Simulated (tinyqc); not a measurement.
Low-temperature mobility of a two-dimensional electron gas with static screening: one step, computed by the program tinyqc.

One subband is filled, the gas is degenerate and scatters at the Fermi circle; one permittivity serves on both sides of the interface. All formulas are in SI units, masses times m_0. Piezoelectric and polar phonons are left out, and n_s is taken as set by a gate, independent of N_i.

Problem. Interface roughness. Form factors with u = q/b: screening G(q) = [1 + 9u/8 + 3u^2/8]/(1 + u)^3, remote charge P(q) = exp(-q d)/(1 + u)^3. Dielectric function eps(q) = 1 + q_TF G(q)/q, with q = 2 k_F sin(theta/2). Roughness: <|U|^2> = (e F)^2 S(q), S = pi Delta^2 Lambda^2/(1 + q^2 Lambda^2/2)^(3/2). 1/tau_t = (m/(pi hbar^3)) int_0^pi (1 - cos theta) <|U|^2>/eps(q)^2 dtheta; the quantum rate 1/tau_q drops the factor (1 - cos theta); 200 Gauss-Legendre points in s with theta = pi s^2, s from 0 to 1; mu = e tau_t/m.

Inputs (values chosen for the exercise, modelled on a strained silicon well):

| quantity | value | unit |
|---|---|---|
| in-plane mass m | 0.194 | m_0 |
| permittivity eps | 11.9 | - |
| roughness height Delta | 0.71 | nm |
| correlation length Lambda | 2.6 | nm |
| remote charge density N_i | 4.3e+10 | 1/cm^2 |
| distance d of the charges from the interface | 3 | nm |
| temperature T | 20 | K |

Wave function: Fang-Howard. Roughness spectrum: exponential.

k_F = 0.1736643 1/nm

b = 0.9360801 1/nm

q_TF = 1.232292 1/nm

effective field F = 0.08119999 MV/cm

Constants: m_0 = 9.1093837015e-31 kg; hbar = 1.054571817e-34 J s; e = 1.602176634e-19 C; eps_0 = 8.8541878128e-12 F/m.

Give: tau_t, roughness; tau_q, roughness; roughness mobility; tau_t/tau_q, roughness.

Solution.

tau_t, roughness = 6.889 ps

tau_q, roughness = 9.964 ps

roughness mobility = 62454 cm^2/(V s)

tau_t/tau_q, roughness = 0.6913

k_F Lambda = 0.45: the roughness is short against the Fermi wavelength and scatters through large angles. Caution: k_B T exceeds a quarter of E_F, so scattering at the Fermi circle alone and zero-temperature screening are rough.
